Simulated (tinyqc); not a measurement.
One mass for the acceptor? Model: shallow acceptor in the spherical model (Baldereschi-Lipari), strong spin-orbit limit. Computed by tinyqc, a small Python program. Command: `OMP_NUM_THREADS=1 python tinyqc.py 3004687 3004688 out.jsonl acceptor walk`. One thread of a shared host (Intel(R) Xeon(R) Processor @ 2.30GHz), about 0.01 s of CPU time with the checks.

The 1S(3/2) state has an s envelope f(r) and a d envelope g(r). In effective units they obey -(f'' + 2f'/r + 2f/r) + mu (g'' + 5g'/r + 3g/r^2) = E f and -(g'' + 2g'/r - 6g/r^2 + 2g/r) + mu (f'' - f'/r) = E g. The cubic term, the split-off band and the central cell are left out.

Inputs (values chosen for the exercise, for a model semiconductor):
```
quantity                 value  unit
Luttinger gamma_1         5.38     -
Luttinger gamma_2        0.776     -
Luttinger gamma_3         1.72     -
dielectric constant eps   8.86     -
```

Constants: Ry = 13.605693123 eV; a_0 = 0.529177210903 angstrom.

Method:
- Ry* = Ry/(gamma_1 eps^2), a* = a_0 eps gamma_1, mu = (6 gamma_3 + 4 gamma_2)/(5 gamma_1), delta = (gamma_3 - gamma_2)/gamma_1; spherical masses 1/(gamma_1 (1 - mu)) (heavy) and 1/(gamma_1 (1 + mu)) (light).
- Basis: f_i = exp(-zeta_i r), g_i = r exp(-zeta_i r), weight r^2 dr, s = zeta_i + zeta_j. S_ff = 2/s^3, H_ff = zeta_i zeta_j S_ff - 2/s^2; S_gg = 24/s^5, H_gg = 8/s^3 + 24 zeta_i zeta_j/s^5 - 12/s^4; H(f_i, g_j) = mu (6 zeta_i^2/s^4 + 2 zeta_i/s^3); S_fg = 0. Each function is normalised by sqrt(S_ii).
- Large basis: zeta_i = 0.08 x 1.55^(i-1), i = 1..20 in each channel; overlap eigenvalues below 1e-11 are dropped.
- Binding energies are -E Ry*; the mass that fits is E(1S) eps^2/Ry.
- Hydrogenic binding Ry m/eps^2; the density-of-states mass is (m_H^(3/2) + m_L^(3/2))^(2/3); errors are against the large basis.

light-hole mass = 0.123996 m_0

heavy-hole mass = 0.371030 m_0

1S(3/2) binding energy = 41.7843 meV

1S binding energy:
```
mass                     value (m_0)  binding (meV)  error (%)
light hole                   0.12400         21.491    -48.567
1/gamma_1                    0.18587         32.216    -22.899
mean of heavy and light      0.24751         42.899      2.669
heavy hole                   0.37103         64.308     53.904
density of states            0.41740         72.344     73.137
```

What does the comparison show, and why?

The coupled result, 41.78 meV, lies between the 1/gamma_1 value (no coupling) and the heavy-hole value; the closest single rule here is "mean of heavy and light", off by +2.7 %. Caution: gamma_3 and gamma_2 differ by more than 0.17 gamma_1: band warping, left out here, adds several per cent to the binding.
